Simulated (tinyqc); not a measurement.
# Bottom-up copper filling of a trench by curvature-enhanced accelerator coverage, step by step

A worked calculation. Computed by tinyqc, a small Python program that keeps every step. Command: `OMP_NUM_THREADS=1 python tinyqc.py 3024135 3024136 out.jsonl superfill walk`. One thread of a shared host (Intel(R) Xeon(R) Processor @ 2.30GHz), about 0.05 s of CPU time with the checks. Intermediate numbers are printed to about 7 digits and carried at full precision; extremes and crossings named in words are read from the listed rows.

A rectangular trench keeps vertical walls and a flat floor. An accelerator floats on the surface; where area is lost in the corners it is passed on to the floor.

Inputs (values chosen for the exercise, close to those used for damascene copper plating):
```
quantity                                           value     unit
trench width w                                       130       nm
aspect ratio h/w                                     2.3        -
exchange current of the suppressed surface i_0     0.049  mA/cm^2
exchange current of the accelerated surface i_1      2.3  mA/cm^2
transfer coefficient alpha                          0.54        -
overpotential eta                                   0.17        V
starting coverage theta_0                         0.0055        -
adsorption rate k_a                              0.00052      1/s
cupric ion concentration C                          0.73    mol/l
diffusivity D                                    5.9e-06   cm^2/s
boundary layer delta                                  33       um
temperature T                                        298        K
```

Constants: e = 1.602176634e-19 C; N_A = 6.02214076e+23 1/mol; k_B = 8.617333262e-05 eV/K.

## Velocities

Kinetic current i_k = [i_0 (1 - theta) + i_1 theta] exp(alpha eta/(k_B T)), limit i_L = 2 F D C/delta, i = 1/(1/i_k + 1/i_L); velocity v = i Omega/(2F), Omega = 7.11 cm^3/mol, F = e N_A. Depletion inside the trench is ignored.

limiting current i_L = 251.8560 mA/cm^2

velocity at theta = 0 = 0.6398698 nm/s

velocity at theta_0 = 0.8001474 nm/s

velocity at theta = 1 = 22.80942 nm/s

ratio v(1)/v(theta_0) = 28.50653

Without acceleration the walls meet when the floor has risen by w/2, so a seam-free fill needs a mean floor-to-wall speed ratio of at least 2 h/w = 4.6.

## First rates

At the start theta_b = theta_s = theta_0 and x = w/2: d theta_b/dt = k_a (1 - theta_0) + 2 theta_0 v/x (theta_b on the floor, theta_s on the walls, x the half width). At this initial relative rate the doubling time without adsorption would be x ln2/(2 v).

rate from adsorption = 5.171400e-04 1/s

rate from area loss = 1.354096e-04 1/s

doubling time = 28.15392 s

## Filling

Half width x, floor height y, depth h = aspect ratio x w. dx/dt = -v_s, dy/dt = v_b. d theta_b/dt = k_a (1 - theta_b) + [theta_s v_b + theta_b v_s]/x: the floor takes the accelerator of the wall it covers and keeps its own as it narrows. d theta_s/dt = k_a (1 - theta_s). theta_b is capped at 1. Integrate (tolerance 1e-9) until the walls meet (x = 0.02 w/2) or the floor passes the original mouth y = h. Start: x = w/2, y = 0, theta_b = theta_s = theta_0. Height filled = y/h, opening left = x/(w/2).

Course of the fill (nine evenly spaced times):
```
t (s)       x (nm)    y (nm)    theta_b     theta_s   v_b/v_s
0.00000   65.00000    0.0000  0.0055000  0.00550000   1.00000
6.66249   59.33576    5.7822  0.0103380  0.00893948   1.04508
13.32499  53.00748   12.6226  0.0165798  0.01236707   1.12192
19.98748  46.01891   20.8777  0.0252879  0.01578280   1.24938
26.64998  38.37372   31.1991  0.0387433  0.01918671   1.46847
33.31247  30.07561   44.9250  0.0627613  0.02257886   1.88230
39.97497  21.12821   65.3718  0.1168102  0.02595927   2.82296
46.63746  11.53514  104.1818  0.3117702  0.02932800   5.99614
53.29995   1.30000  220.7975          1  0.03268507  14.39771
```

time at the end = 53.29995 s

share of the height filled from the floor = 0.7384531

opening left, as a share of w = 0.02

The walls meet when the floor has filled 74 % of the height: a seam forms above. Caution: real profiles develop slanted corners, and accelerator is consumed; both are left out.

## The window in starting coverage

The formulas are those given above.

Outcome:
```
theta_0  v(1)/v(theta_0)  height filled  opening left  time (s)
0.001           34.09212      0.6914517          0.02  57.87927
0.003           31.35906      0.7131720          0.02  55.77528
0.010           24.50335      0.7779770          0.02  49.24495
0.020           18.69568      0.8372714          0.02  41.80984
0.050           10.98339      0.8560511          0.02  28.04699
0.100            6.57436      0.7451291          0.02  17.77835
0.200            3.72068      0.5646408          0.02  10.29810
0.400            2.07291      0.3893044          0.02   5.77816
0.800            1.18356      0.2498995          0.02   3.30477
```

No row fills the trench; the best, at theta_0 = 0.05, reaches 86 % of the height. Too little accelerator takes too long to concentrate. Too much speeds the walls as well and removes the contrast.

Checks made by the program: wall coverage against its closed form (relative difference below 1e-10).
